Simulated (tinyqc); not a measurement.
Worked calculation: RKS/B3LYP (VWN-RPA form) in the sto-6g basis, for H3+, spin multiplicity 1. One step of it, computed by the program tinyqc.

Question. Iteration 6 (converged): orbitals. Diagonalise F' = X^T F X, C = X C', fill 1 alpha and 1 beta electrons from the bottom; D = 2 C_occ C_occ^T. Each column has its largest component positive (the first on a tie).

converged F (hartree), lower triangle:
```
           1H 1s      2H 1s      3H 1s
1H 1s  -0.686443
2H 1s  -0.494476  -0.617773
3H 1s  -0.494571  -0.174864  -0.617779
```

X:
```
               1          2         3
1H 1s   1.156046  -0.000047  0.511721
2H 1s  -0.739484   0.758363  0.399900
3H 1s  -0.739715  -0.758199  0.399955
```

Give: F' = X^T F X; orbital energies; coefficients C; D after iteration 6.

Answer.

F' = X^T F X (hartree), lower triangle:
```
        1       2       3
1  -0.093
2   0.000  -0.509
3  -0.020   0.000  -0.838
```

orbital energies (hartree): MO1 -0.839, MO2 -0.509, MO3 -0.093

coefficients C:
```
         MO1     MO2     MO3
1H 1s  0.543   0.000   1.142
2H 1s  0.380   0.758  -0.750
3H 1s  0.380  -0.758  -0.750
```

D after iteration 6, lower triangle:
```
       1H 1s  2H 1s  3H 1s
1H 1s  0.589
2H 1s  0.412  0.288
3H 1s  0.412  0.289  0.289
```
